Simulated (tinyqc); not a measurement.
Thickness from the minima: X-ray reflectivity of a thin film on silicon: critical angles, Parratt recursion, fringes and roughness. Computed by tinyqc, a small Python program. Command: `OMP_NUM_THREADS=1 python tinyqc.py 3121498 3121499 out.jsonl xrr walk`. One thread of a shared host (Intel(R) Xeon(R) Processor @ 2.30GHz), about 0.01 s of CPU time with the checks.

n = 1 - delta + i beta; the classical electron radius is r_e = 2.8179403e-6 nm. Layer 0 is vacuum, 1 the film, 2 the substrate.

Inputs (values chosen for the exercise, modelled on Si3N4 on silicon, copper K-alpha radiation): wavelength lambda = 0.15406 nm; film density rho = 2.89 g/cm^3; effective electrons per unit mass, film = 0.498 mol/g; beta/delta, film = 0.018; film thickness d = 16 nm; roughness of the surface sigma_1 = 0.34 nm; roughness of the interface sigma_2 = 0.73 nm; substrate density = 2.33 g/cm^3; effective electrons per unit mass, substrate = 0.507 mol/g; beta/delta, substrate = 0.023; grazing angle theta = 1.18 degrees.

Constants: N_A = 6.02214076e+23 1/mol.

Method:
- delta = r_e lambda^2 rho_e/(2 pi), rho_e = density x electrons per mass x N_A; critical angle sqrt(2 delta), q_c = 4 sqrt(pi r_e rho_e).
- k_j = (2 pi/lambda) sqrt(sin^2 theta - 2 delta_j + 2 i beta_j); r_ij = (k_i - k_j)/(k_i + k_j) x exp(-2 k_i k_j sigma^2) (Nevot-Croce); r = (r_01 + r_12 p)/(1 + r_01 r_12 p), p = exp(2 i k_1 d); R = |r|^2.
- Far above the critical angle the period is d theta = lambda/(2 d), or 2 pi/d in q; the envelope runs between (|r_01| - |r_12 p|)^2 and (|r_01| + |r_12 p|)^2; contrast = 2 a b/(a^2 + b^2) with a = |r_01|, b = |r_12 p|; roughness factors on the amplitudes are about exp(-q^2 sigma^2/2).
- Minima of R theta^4 are located on 6001 points over 7.5 periods, from 1.15 times the larger critical angle. With refraction, sin^2(theta_m) = 2 delta + m^2 (lambda/(2 d))^2, m integer or half-integer; the first six minima are used, and the first order is the one that minimises the largest residual of the least-squares line plus the distance of its intercept from 2 delta. Without refraction, d = lambda/(2 x mean step of sin theta).

Constants:
```
layer      rho_e (1/nm^3)        delta         beta  critical angle (degrees)  q_c (1/nm)
film              866.719  9.22592e-06  1.66067e-07                  0.246118    0.350380
substrate         711.402  7.57263e-06  1.74170e-07                  0.222977    0.317437
```

period in theta = 0.275843 degrees

Minima:
```
order m  theta (degrees)  sin^2 theta
1                 0.3737   4.2544e-05
2                 0.6054   1.1165e-04
3                 0.8640   2.2739e-04
4                 1.1323   3.9049e-04
5                 1.4050   6.0123e-04
6                 1.6826   8.6216e-04
```

d with refraction = 15.921 nm

d without refraction = 16.863 nm

What follows from these numbers?

Against d = 16 nm the errors are -0.49 % with and +5.39 % without refraction. The orders are integers, as r_01 and r_12 have opposite signs for a film denser than the substrate.

Extremes, crossings and ranges named in words are read from the listed rows.
